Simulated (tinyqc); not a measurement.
Hueckel theory of the pi electrons with the omega technique, for the molecule Fc1ccc2occc2c1 (SMILES; centres numbered as the heavy atoms are written), step by step. One step of it, computed by the program tinyqc.

Task: Energy, charges, bond orders. E = sum n x; q_r = z_r - P_rr; bond order p = P_rs; free valence = sqrt(3) - sum of p over the bonds of the atom.

final x values: 3.590249  2.796032  1.883758  1.325046  0.853182  0.610593  -0.806367  -1.101964  -1.475638  -2.174891

occupations: 2.000000  2.000000  2.000000  2.000000  2.000000  2.000000  0.000000  0.000000  0.000000  0.000000

final P, lower triangle:
```
            1F         2C         3C         4C         5C         6O         7C         8C
1F    1.980566
2C    0.138917   1.000291
3C   -0.084587   0.635211   1.023835
4C   -0.006275  -0.016783   0.680764   1.022081
5C    0.051623  -0.296001  -0.019730   0.638902   1.001356
6O   -0.013233   0.079207  -0.071927  -0.107394   0.279687   1.866111
7C   -0.002488   0.020450   0.196750  -0.041715  -0.276970   0.303094   0.993188
8C    0.015086  -0.089235   0.026650   0.001531  -0.041576  -0.193468   0.859995   1.060620
9C   -0.004499  -0.018005  -0.283475   0.026848   0.586825  -0.129324  -0.019678   0.455889
10C  -0.094360   0.688717   0.001392  -0.336985   0.010075   0.049507  -0.224768  -0.028929

           9C       10C
9C   1.025709
10C  0.590428  1.026243
```

Centres:

| centre | z_r, pi electrons of the neutral centre | h |
|---|---|---|
| 1F | 2 | 3.420000 |
| 2C | 1 | 0.000000 |
| 3C | 1 | 0.000000 |
| 4C | 1 | 0.000000 |
| 5C | 1 | 0.000000 |
| 6O | 2 | 2.080000 |
| 7C | 1 | 0.000000 |
| 8C | 1 | 0.000000 |
| 9C | 1 | 0.000000 |
| 10C | 1 | 0.000000 |

Bonds:

| i | j | k |
|---|---|---|
| 1 | 2 | 0.670000 |
| 2 | 3 | 1 |
| 3 | 4 | 1 |
| 4 | 5 | 1 |
| 5 | 6 | 0.750000 |
| 6 | 7 | 0.750000 |
| 7 | 8 | 1 |
| 8 | 9 | 1 |
| 9 | 10 | 1 |
| 10 | 2 | 1 |
| 9 | 5 | 1 |

Give: pi energy = 12 alpha + this times beta; pi charges; Bond orders and lengths from R = 1.517 - 0.180 p; free valence of the carbons; gap between the highest filled and the next level.

Result:

pi energy = 12 alpha + this times beta = 22.1177

pi charges: 1F 0.0194, 2C -0.0003, 3C -0.0238, 4C -0.0221, 5C -0.0014, 6O 0.1339, 7C 0.0068, 8C -0.0606, 9C -0.0257, 10C -0.0262

Bond orders and lengths from R = 1.517 - 0.180 p (angstrom, C-C alone):

| bond | p | R |
|---|---|---|
| 1-2 | 0.1389 | - |
| 2-3 | 0.6352 | 1.4027 |
| 3-4 | 0.6808 | 1.3945 |
| 4-5 | 0.6389 | 1.4020 |
| 5-6 | 0.2797 | - |
| 6-7 | 0.3031 | - |
| 7-8 | 0.8600 | 1.3622 |
| 8-9 | 0.4559 | 1.4349 |
| 9-10 | 0.5904 | 1.4107 |
| 10-2 | 0.6887 | 1.3930 |
| 9-5 | 0.5868 | 1.4114 |

free valence of the carbons: 2C 0.2692, 3C 0.4161, 4C 0.4124, 5C 0.2266, 7C 0.5690, 8C 0.4162, 9C 0.0989, 10C 0.4529

gap between the highest filled and the next level = 1.4170 |beta|
